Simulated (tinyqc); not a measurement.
Inside a calculation: two-dimensional electron gas with Rashba and Dresselhaus coupling. Values are carried at full precision from step to step, so a last printed digit may differ when a step is redone from the rounded ones.

H = c k^2/m + al (ky sx - kx sy) + b1 (kx sx - ky sy) + gam kx ky (kx sy - ky sx), s the Pauli matrices, x = [100], c = hbar^2/2m0, b1 = gam (pi/L)^2 (hard walls). H = c k^2/m + B.s, so E = c k^2/m -/+ |B| and the lower state has its spin along -B.

Constants: hbar^2/2m0 = 3.80998211 eV angstrom^2; hbar = 6.58211957e-16 eV s.

Inputs chosen for the exercise (of the size met in GaAs; the results hold for these values, not for the real material):
- m = 0.0695 m0 (mass)
- al = 0.019 eV angstrom (Rashba constant)
- gam = 11.9 eV angstrom^3 (bulk Dresselhaus constant)
- L = 134 angstrom (width of the (001) well)
- n = 4.1 1e11/cm^2 (sheet density (one subband filled))
- phi = 15 degrees (angle of k from [100])

## Scales

b1; mean Fermi wave vector k0 = sqrt(2 pi n) (1e11/cm^2 = 1e-5/angstrom^2); E0 = c k0^2/m; b3 = gam k0^2/4; kR = al m/(2c) and ER = al kR/2, the shift and depth of a pure Rashba band.

b1 = 0.006541 eV angstrom
k0 = 0.01605 1/angstrom
E0 = 14.122 meV
b3 = 0.0007664 eV angstrom
kR = 0.0001733 1/angstrom
ER = 0.001646 meV

The ratio al/(b1 - b3) is 3.29; kR is 1.1 % of k0.

## Spin-orbit field at one point of the Fermi circle

k = k0 (cos phi, sin phi). Form B, the splitting 2|B| and the direction of the lower spin, atan2(-By, -Bx).

Bx, By (meV): 0.1772  -0.3099

splitting = 0.7138 meV
direction of the lower spin = 119.8 degrees

## The matrix

H = [[E0, Bx - i By], [Bx + i By, E0]] in meV; diagonalise. Precession period h/(2|B|) = 2 pi hbar/(splitting).

H (meV):
```
                  up            down
up           14.1222  0.1772+0.3099i
down  0.1772-0.3099i         14.1222
```

levels (meV): 13.7653  14.4791

period = 5.79 ps

## The two wave vectors at the energy E0 along this direction

Solve c k^2/m -/+ |B(k)| = E0. The spin turns by (k_outer - k_inner) per length, so a half turn takes pi/(difference).

k (1/angstrom): outer 0.016254, inner 0.015849

difference = 0.0004056 1/angstrom
length of a half turn = 774.5 nm

For linear terms alone the difference is (m/c)|B|/k, whatever the energy: every electron along this direction turns alike, the basis of the spin transistor. The cubic term makes it depend on density.

## Checks

- Difference of the Fermi wave vectors without Dresselhaus terms against al m/c: both 0.00034659.

Computed by tinyqc, a small Python program: `OMP_NUM_THREADS=1 python tinyqc.py 1452099 1452100 out.jsonl` (the numbers bound the seed that draws the inputs); one thread of a shared host (Intel(R) Xeon(R) Processor @ 2.30GHz), about 0.01 s for the whole set of steps.
